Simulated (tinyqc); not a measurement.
# X-ray reflectivity of a thin film on silicon: critical angles, Parratt recursion, fringes and roughness, step by step

A worked calculation. Computed by tinyqc, a small Python program that keeps every step. Command: `OMP_NUM_THREADS=1 python tinyqc.py 3121168 3121169 out.jsonl xrr walk`. One thread of a shared host (Intel(R) Xeon(R) Processor @ 2.30GHz), about 0.01 s of CPU time with the checks. Intermediate numbers are printed to about 5 digits and carried at full precision; extremes and crossings named in words are read from the listed rows.

n = 1 - delta + i beta; the classical electron radius is r_e = 2.8179403e-6 nm. Layer 0 is vacuum, 1 the film, 2 the substrate.

Inputs (values chosen for the exercise, modelled on a porous low-k film on silicon, copper K-alpha radiation):

| quantity | value | unit |
|---|---|---|
| wavelength lambda | 0.15406 | nm |
| film density rho | 1.34 | g/cm^3 |
| effective electrons per unit mass, film | 0.524 | mol/g |
| beta/delta, film | 0.011 | - |
| film thickness d | 13.4 | nm |
| roughness of the surface sigma_1 | 0.56 | nm |
| roughness of the interface sigma_2 | 0.55 | nm |
| substrate density | 2.33 | g/cm^3 |
| effective electrons per unit mass, substrate | 0.507 | mol/g |
| beta/delta, substrate | 0.023 | - |
| grazing angle theta | 2.03 | degrees |

Constants: N_A = 6.02214076e+23 1/mol.

## Optical constants

delta = r_e lambda^2 rho_e/(2 pi), rho_e = density x electrons per mass x N_A; critical angle sqrt(2 delta), q_c = 4 sqrt(pi r_e rho_e).

Constants:

| layer | rho_e (1/nm^3) | delta | beta | critical angle (degrees) | q_c (1/nm) |
|---|---|---|---|---|---|
| film | 422.85 | 4.5011e-06 | 4.9512e-08 | 0.17191 | 0.24473 |
| substrate | 711.40 | 7.5726e-06 | 1.7417e-07 | 0.22298 | 0.31744 |

The film is less dense in electrons than the substrate, so a second edge from the substrate can show.

## Critical angle of the film

The formulas are those given above.

critical angle of the film = 0.17191 degrees

## Reflectivity at one angle

k_j = (2 pi/lambda) sqrt(sin^2 theta - 2 delta_j + 2 i beta_j); r_ij = (k_i - k_j)/(k_i + k_j) x exp(-2 k_i k_j sigma^2) (Nevot-Croce); r = (r_01 + r_12 p)/(1 + r_01 r_12 p), p = exp(2 i k_1 d); R = |r|^2.

k_0, k_1, k_2 (1/nm): 1.4447  1.4395+0.0001i  1.4359+0.0002i

1000 r_01 = 0.48845-0.00542i

1000 r_12 = 0.35387-0.01451i

p = 0.63675+0.76908i

reflectivity R = 5.9184e-07

q = 4 pi sin(theta)/lambda = 2.8894 1/nm

## Fringe period, contrast and decay

Far above the critical angle the period is d theta = lambda/(2 d), or 2 pi/d in q; the envelope runs between (|r_01| - |r_12 p|)^2 and (|r_01| + |r_12 p|)^2; contrast = 2 a b/(a^2 + b^2) with a = |r_01|, b = |r_12 p|; roughness factors on the amplitudes are about exp(-q^2 sigma^2/2).

period in theta = 0.32937 degrees

period in q = 0.46889 1/nm

contrast = 0.94999

roughness factor, surface = 0.27008

roughness factor, interface = 0.28289

## Thickness from the minima

Minima of R theta^4 are located on 6001 points over 7.5 periods, from 1.15 times the larger critical angle. With refraction, sin^2(theta_m) = 2 delta + m^2 (lambda/(2 d))^2, m integer or half-integer; the first six minima are used, and the first order is the one that minimises the largest residual of the least-squares line plus the distance of its intercept from 2 delta. Without refraction, d = lambda/(2 x mean step of sin theta).

Minima:

| order m | theta (degrees) | sin^2 theta |
|---|---|---|
| 1.5 | 0.5244 | 0.0000838 |
| 2.5 | 0.8427 | 0.0002163 |
| 3.5 | 1.1675 | 0.0004152 |
| 4.5 | 1.4940 | 0.0006798 |
| 5.5 | 1.8217 | 0.0010106 |
| 6.5 | 2.1503 | 0.0014078 |

d with refraction = 13.390 nm

d without refraction = 13.577 nm

Against d = 13.4 nm the errors are -0.08 % with and +1.32 % without refraction. The orders are half-integers, as r_01 and r_12 have the same sign for a film less dense than the substrate.

## Which roughness does what

R is averaged over one period above each angle (64 points); contrast = (max - min)/(max + min) of R theta^4 over that period. Cases: smooth; only sigma_1; only sigma_2; both.

Mean R and contrast:

| theta (degrees) | R smooth | contrast | R, sigma_1 | contrast, sigma_1 | R, sigma_2 | contrast, sigma_2 | R, both | contrast, both |
|---|---|---|---|---|---|---|---|---|
| 0.8 | 8.7940e-05 | 0.94046 | 6.0594e-05 | 0.99021 | 7.6390e-05 | 0.85268 | 4.8877e-05 | 0.93465 |
| 1.2 | 2.6320e-05 | 0.93483 | 1.4533e-05 | 0.95388 | 2.0655e-05 | 0.65122 | 8.9333e-06 | 0.95896 |
| 1.8 | 5.2728e-06 | 0.93312 | 1.9847e-06 | 0.78660 | 3.8199e-06 | 0.44490 | 4.6537e-07 | 0.92431 |
| 2.5 | 1.6559e-06 | 0.93191 | 5.3766e-07 | 0.33439 | 1.1204e-06 | 0.17409 | 2.1682e-08 | 0.97828 |
| 3.5 | 4.6288e-07 | 0.93064 | 1.4404e-07 | 0.04638 | 3.0766e-07 | 0.02529 | 1.2644e-10 | 0.98993 |

At 2.5 degrees sigma_1 alone multiplies the mean R by 0.32 and sigma_2 alone by 0.68; the contrast goes from 0.93 (smooth) to 0.33 and 0.17.

Checks made by the program: smooth bare substrate far above q_c against (q_c/2q)^4 (relative difference 1e-03).
